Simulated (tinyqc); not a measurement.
Temperature and segregation coefficient: dopant redistribution at a moving silicon-oxide interface during parabolic oxidation. Computed by tinyqc, a small Python program. Command: `OMP_NUM_THREADS=1 python tinyqc.py 3001525 3001526 out.jsonl segox walk`. One thread of a shared host (Intel(R) Xeon(R) Processor @ 2.30GHz), about 0.01 s of CPU time with the checks.

Uniformly doped silicon is oxidised with x_ox = sqrt(B t); the interface advances into the silicon by alpha x_ox, alpha = 0.44. The dopant does not move in the oxide, and at the interface C(silicon) = m C(oxide).

Inputs (values chosen for the exercise, modelled on antimony in silicon under dry oxygen):
```
quantity                                         value    unit
dopant prefactor D0                               3.93  cm^2/s
dopant activation energy E                        3.87      eV
oxidation prefactor B0                             725  um^2/h
oxidation activation energy E_B                   1.22      eV
segregation coefficient m = C(silicon)/C(oxide)     11       -
```

Constants: k_B = 8.617333262e-05 eV/K.

Method:
- D = D0 exp(-E/(k_B T)), converted with 1 cm^2/s = 3.6e11 um^2/h; B = B0 exp(-E_B/(k_B T)); s = alpha sqrt(B/(4 D)), the interface advance over 2 sqrt(D t).
- Temperatures in kelvin are T(C) + 273.15.
- With the dopant diffusivity D and s = alpha x_ox/(2 sqrt(D t)), in the silicon C = C_B + (C_s - C_B) erfc(y/(2 sqrt(D t)))/erfc(s), y from the original surface. Dopant balance at the interface gives C_s/C_B = 1/[1 + (1/(m alpha) - 1) g], g = sqrt(pi) s exp(s^2) erfc(s).

C_s/C_B:
```
T (C)       s  this m  m = 0.2  m = 1/alpha  m = 10
850    4.3930  4.4298  0.08998            1  4.0665
900    2.4511  3.8367  0.09383            1  3.5727
950    1.4344  3.0396  0.10241            1  2.8863
1000   0.8755  2.3335  0.11814            1  2.2552
1050   0.5547  1.8491  0.14289            1  1.8091
1100   0.3633  1.5483  0.17776            1  1.5265
1150   0.2452  1.3639  0.22295            1  1.3511
1200   0.1699  1.2488  0.27760            1  1.2407
```

What does the comparison show, and why?

s falls from 4.39 to 0.170 as T rises, because diffusion has the larger activation energy (3.87 against 1.22 eV); the ratio for this m moves from 4.430 to 1.249, towards 1. At m = 1/alpha the oxide takes exactly what the silicon held, and nothing moves. The ratio does not depend on time, since both lengths grow as sqrt(t).
